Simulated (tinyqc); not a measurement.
Inside a calculation. Model: vertical double-diffused power MOSFET, components of the on-resistance.

tinyqc, about 0.01 s, one thread, Intel Xeon 2.30GHz (shared host): `OMP_NUM_THREADS=1 python tinyqc.py 2230103 2230104 out.jsonl` Printed values are rounded.

Stripe cells of pitch Wp + a, two channels a cell. Current flows through the channels, spreads in the accumulation layer, passes the gap between the p bodies and spreads at 45 degrees into the drift layer below them. Low drain voltage, full ionisation.

Values chosen for this exercise; bulk values close to those of 4H silicon carbide:
```
symbol,value,unit,meaning
T,300,K,temperature
eps_r,9.69,,relative permittivity
Kc,22600,V/cm per (cm^-3)^(1/8),critical-field constant
BV,3300,V,rated breakdown voltage of the drift layer
mud,835,cm^2/(V s),drift mobility at 300 K
bt,2,,temperature exponent of the drift mobility
tox,45,nm,gate oxide thickness (eps_r 3.9)
Vov,10,V,gate overdrive
mch,17,cm^2/(V s),channel mobility
mac,170,cm^2/(V s),accumulation-layer mobility
Lc,0.8,um,channel length
Wp,2.6,um,"width of the p body in one cell, channels included"
a,2.9,um,gap between neighbouring p bodies
xp,1.3,um,depth of the p body
Nj,3,,doping of the gap over the drift doping
Vbi,2.93,V,built-in voltage of the body junction
Rs,0.2,mohm cm^2,substrate and contact resistance
```

Constants: q = 1.602176634e-19 C, eps0 = 8.8541878128e-14 F/cm where lengths are in cm. Results are converted to the units shown.

## Drift layer

Triangular field at breakdown with Ec = Kc N^(1/8): BV = eps0 eps_r Ec^2/(2 q N), so N = (eps0 eps_r Kc^2/(2 q BV))^(4/3); W = 2 BV/Ec; mu = mud (T/300 K)^(-bt); rho = 1/(q mu N); ideal resistance rho W.

drift doping N = 3.08968e15 cm^-3
Ec = 1.95141 MV/cm
drift thickness W = 33.8218 um
electron mobility mu at T = 835 cm^2/(V s)
drift resistivity rho = 2.41930 ohm cm
ideal resistance = 8.18250 mohm cm^2

## Components of the on-resistance

Pitch p = Wp + a, Cox = 3.9 eps0/tox; zero-bias depletion in the gap w0 = sqrt(2 eps0 eps_r Vbi/(q N Nj)), open gap g = a - 2 w0; R_ch = Lc p/(2 mch Cox Vov); R_acc = 0.6 a p/(4 mac Cox Vov), 0.6 being an empirical factor for current leaving the layer along its length; R_gap = (rho/Nj) xp p/g; spreading depth t = min(W, (p - g)/2); R_drift = (rho p/2) ln((g + 2 t)/g) + rho (W - t); R_on = the sum with Rs.

w0 = 0.581852 um
g = 1.73630 um
components (mohm cm^2): channel 1.68645, accumulation 0.183401, gap 0.332086, drift 8.49432, substrate 0.2
R_on = 10.8963 mohm cm^2
shares (%): channel 15.4773, accumulation 1.6832, gap 3.0477, drift 77.9563, substrate 1.8355

The drift term is the largest. R_on is 1.33 times the ideal drift resistance rho W, and spreading raises the drift term to 1.04 times it.
